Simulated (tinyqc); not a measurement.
# Changing the second-pair interaction V2

Model: cluster expansion of a binary alloy: correlations, fit, cross-validation and ground states. Computed by tinyqc, a small Python program. Command: `OMP_NUM_THREADS=1 python tinyqc.py 3022104 3022105 out.jsonl clex sweep`. One thread of a shared host (Intel(R) Xeon(R) Processor @ 2.30GHz), about 0.3 s of CPU time with the checks.

s = +1 for A and -1 for B. Energy per site E = J0 + J1 P(point) + sum over clusters of m V P, with P the mean product of spins; V > 0 on a pair favours unlike neighbours. Clusters per site m: pair 1 6, pair 2 3, pair 3 12, triplet 8; the triplet is the triangle of first neighbours. Formation energies are counted from the line between pure A and pure B, which removes J0 and J1.

Inputs (values chosen for the exercise, for a model alloy): first-pair interaction V1 = 35.8 meV; third-pair interaction V3 = -0.57 meV; triplet interaction Vt = -0.63 meV; noise amplitude = 1.2 meV/site; temperature T = 3800 K; fraction x of B = 0.19.

Lattice: fcc.

correlations P, counted on periodic cells, rows A, A3B L1_2, A3B D0_22, A3B (001) layers, A2B (001) layers, AB L1_0, AB L1_1, A2B2 (001) layers, AB2 (001) layers, AB3 L1_2, AB3 D0_22, AB3 (001) layers, B, columns point, pair 1, pair 2, pair 3, triplet:
```
[[1.000000, 1.000000, 1.000000, 1.000000, 1.000000],
 [0.500000, 0.000000, 1.000000, 0.000000, -0.500000],
 [0.500000, 0.000000, 0.666667, 0.333333, -0.500000],
 [0.500000, 0.333333, 0.666667, 0.000000, 0.500000],
 [0.333333, 0.111111, 0.555556, -0.333333, 0.333333],
 [0.000000, -0.333333, 1.000000, -0.333333, 0.000000],
 [0.000000, 0.000000, -1.000000, 0.000000, 0.000000],
 [0.000000, 0.333333, 0.333333, -0.333333, 0.000000],
 [-0.333333, 0.111111, 0.555556, -0.333333, -0.333333],
 [-0.500000, 0.000000, 1.000000, 0.000000, 0.500000],
 [-0.500000, 0.000000, 0.666667, 0.333333, 0.500000],
 [-0.500000, 0.333333, 0.666667, 0.000000, -0.500000],
 [-1.000000, 1.000000, 1.000000, 1.000000, -1.000000]]
```

standard normal numbers for the noise (0 for the pure ends): A 0.000, A3B L1_2 0.300, A3B D0_22 -0.366, A3B (001) layers -1.700, A2B (001) layers 0.089, AB L1_0 -1.724, AB L1_1 -0.131, A2B2 (001) layers 0.893, AB2 (001) layers -0.418, AB3 L1_2 -0.645, AB3 D0_22 -0.152, AB3 (001) layers -1.480, B 0.000

Constants: k_B = 8.617333262e-05 eV/K.

Method:
- Design matrix of formation energies: m (P - 1) for pairs and m (P(triplet) - P(point)) for the triplet; x = (1 - P(point))/2.
- Exact: X V with V = (V1, V2, V3, Vt). The data to fit add the noise amplitude times the normal numbers, standing for what the clusters leave out.
- Leave out pair 3: A = X^T X and b = X^T E (E being the data with noise) over these three columns; solve A V = b. The root-mean-square error runs over the structures between the pure ends.
- For each set, H = X (X^T X)^-1 X^T over the structures between the ends; residual e = E - H E; leave-one-out error e_i/(1 - H_ii); both as root mean squares.
- Height above the hull = E less the lowest straight line between two structures that bracket x (or the lowest structure at the same x). The three-term fit is X V with the fitted values.
- Random alloy: P(pair) = p^2, P(triplet) = p^3, p = 1 - 2x, so H_mix = (p^2 - 1) sum m V(pairs) + (p^3 - p) m Vt; G_mix = H_mix + k_B T [x ln x + (1 - x) ln(1 - x)]. To first order in 1/T the Warren-Cowley parameter of shell 1 is alpha_1 = -(1 - p^2) V_eff/(k_B T), V_eff = V1 + (number of triplets on a first-neighbour bond) p Vt, that number being 4.

One run for each value; columns: (1) second-pair interaction V2 (meV); (2) lowest exact formation energy (meV/site); (3) mixing enthalpy H_mix (meV/site); (4) leave-one-out error without pair 3 (meV/site):
```
(1)        (2)     (3)    (4)
-29.0  -277.28   -72.5  4.657
-21.0  -277.28   -87.3  4.657
-14.0  -277.28  -100.2  4.657
-7.2   -277.28  -112.8  4.657
0.0    -277.28  -126.1  4.657
7.2    -277.28  -139.4  4.657
14.0   -291.96  -152.0  4.657
21.0   -333.96  -164.9  4.657
29.0   -381.96  -179.7  4.657
```

Describe the trends.

Over the rows, lowest exact formation energy (meV/site) falls from -277 to -382, flat over part of the range; mixing enthalpy H_mix (meV/site) falls from -72.5 to -180; leave-one-out error without pair 3 (meV/site) does not change.

Extremes, crossings and ranges named in words are read from the listed rows.
